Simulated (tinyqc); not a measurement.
Time-dependent dielectric breakdown: cell percolation, Weibull statistics, area scaling and voltage extrapolation: one step, computed by the program tinyqc.

The oxide is divided into columns of area a^2, each holding m = t_ox/a cells (m is taken as continuous). A share lambda(t) = (t/t_1)^alpha of the cells is defective, and a column whose cells are all defective breaks down.

Question. Weibull parameters from the cell model. Failure fraction F = 1 - (1 - lambda^m)^N with N = A/a^2 columns, which for small lambda^m is 1 - exp(-(t/t63)^beta) with beta = alpha m and t63 = t_1 N^(-1/beta); critical share lambda(t63) = N^(-1/m). 1 um^2 = 1e6 nm^2.

Inputs (values chosen for the exercise, for a model gate oxide):
```
quantity                                             value  unit
oxide thickness t_ox                                   2.9    nm
defect cell size a                                     1.3    nm
exponent alpha of defect growth                        0.9     -
time t_1 at which the occupied share would reach 1  660000     s
test area A                                           0.01  um^2
```

Give: cells per column m; columns N; Weibull slope beta; characteristic life t63; critical share of defective cells.

Answer.

cells per column m = 2.231

columns N = 5917

Weibull slope beta = 2.008

characteristic life t63 = 8724 s

critical share of defective cells = 0.02037

Times between F = 10 % and 90 % span a factor 4.65: the smaller beta = alpha m, the wider the scatter. Caution: t_1 is an input here; in a real oxide it changes with thickness at fixed voltage.
